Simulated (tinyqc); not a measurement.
From a target level to the width: finite square well with mass mismatch (envelope functions). Two cases, with inputs chosen for the exercise.

Problem. Which width L gives the lowest level below?

A square well of width L and depth V0, mass mw inside and mb outside, energies from the bottom of the well, c = hbar^2/2m0. k = sqrt(mw E/c), kappa = sqrt(mb (V0 - E)/c). psi and psi'/m are continuous at the walls (BenDaniel-Duke), so level n solves k L + 2 atan[(k/mw)/(kappa/mb)] = n pi.

Constants: hbar^2/2m0 = 3.80998211 eV angstrom^2.

Find: k; kappa; the arctangent; L.

Method. E1 fixes k and kappa, so L = (pi - 2 atan[(k/mw)/(kappa/mb)])/k.

Case 1.

Values chosen (out of a larger set: near those of an InGaAs well in InP; not measured data): V0 = 0.253 eV (barrier height); mw = 0.0415 m0 (mass in the well); mb = 0.0775 m0 (mass in the barrier).

E1 = 0.034818 eV

Solution.

k = 0.01947 1/angstrom
kappa = 0.06662 1/angstrom
the arctangent = 0.4997 rad
L = 110 angstrom

Case 2.

Values chosen (out of a larger set: near those of a GaAs well in AlGaAs; not measured data): V0 = 0.121 eV (barrier height); mw = 0.0657 m0 (mass in the well); mb = 0.0795 m0 (mass in the barrier).

E1 = 0.007766 eV

Solution.

k = 0.01157 1/angstrom
kappa = 0.04861 1/angstrom
the arctangent = 0.2805 rad
L = 223 angstrom

Computed by tinyqc, one run a case: `OMP_NUM_THREADS=1 python tinyqc.py N N+1 out.jsonl` with N = 1251910, 1252137; one thread of a shared Intel(R) Xeon(R) Processor @ 2.30GHz, about 0.01 s a run at most.
